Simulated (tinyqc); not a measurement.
Biaxially strained (001) channel, valley splitting in an inversion layer: two steps of the calculation.

A thin layer grown on a relaxed buffer is stretched in the plane. The two valleys with their long axis along the growth direction (D2) sink against the four in-plane ones (D4); confinement in a triangular well splits them too. Only the lowest subband of each set is kept; one relaxation time, so the weakening of intervalley scattering is left out.

Parameters, values chosen for the exercise; values close to those of silicon on relaxed silicon-germanium: temperature T = 273 K; longitudinal mass ml = 0.941 m0; transverse mass mt = 0.193 m0; inversion density Ns = 5.4e12 cm^-2.

Constants: q = 1.602176634e-19 C, kB = 1.380649e-23 J/K, Vt = kB T/q. Results are converted to the units shown.

Problem 1. Fermi level by Newton steps. f = N2 ln(1 + exp((EF - E2)/Vt)) + N4 ln(1 + exp((EF - E4)/Vt)) - Ns, f' = [N2/(1 + exp((E2 - EF)/Vt)) + N4/(1 + exp((E4 - EF)/Vt))]/Vt, EF(new) = EF - f/f'.

EF after iteration 1 = 0.21771433 eV
E2 = 0.18320066 eV
E4 = 0.57376114 eV
N2 = 3.7933248e12 cm^-2
N4 = 1.6751982e13 cm^-2

Give: f; f'; EF after iteration 2.

Solution 1.

f = 9.522e11 cm^-2
f' = 1.310e14 cm^-2/eV
EF after iteration 2 = 0.2104 eV

Problem 2. Share of the light valleys and conductivity mass. EF solves Ns = N2 ln(1 + exp((EF - E2)/Vt)) + N4 ln(1 + exp((EF - E4)/Vt)); f2 is the share in D2, and 1/mc = f2/mt + (1 - f2)(1/mt + 1/ml)/2.

EF = 0.21020744 eV
E2 = 0.18320066 eV
N2 = 3.7933248e12 cm^-2

Give: f2; mc.

Solution 2.

f2 = 1.000
mc = 0.1930 m0

Program tinyqc, `OMP_NUM_THREADS=1 python tinyqc.py 2530003 2530004 out.jsonl`; Intel Xeon 2.30GHz, shared host, one thread, about 0.01 s.
